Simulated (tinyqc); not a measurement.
Inside a calculation. Method: UKS/LDA (VWN5) in the sto-6g basis, for H3, spin multiplicity 2. One step of it, computed by the program tinyqc.

Task: Orthogonalisation. S = U s U^T; canonical form X = U s^(-1/2), so that X^T S X = 1. Each column of U has its largest component positive (the first on a tie).

overlap S, lower triangle:
```
          1H 1s     2H 1s     3H 1s
1H 1s  1.000000
2H 1s  0.296714  1.000000
3H 1s  0.255275  0.255275  1.000000
```

Give: eigenvalues of S; X.

Result:

eigenvalues of S: 0.7033  0.7580  1.5387

X:
```
             1        2       3
1H 1s   0.8432  -0.4521  0.4735
2H 1s  -0.8432  -0.4521  0.4735
3H 1s   0.0000   0.9541  0.4488
```
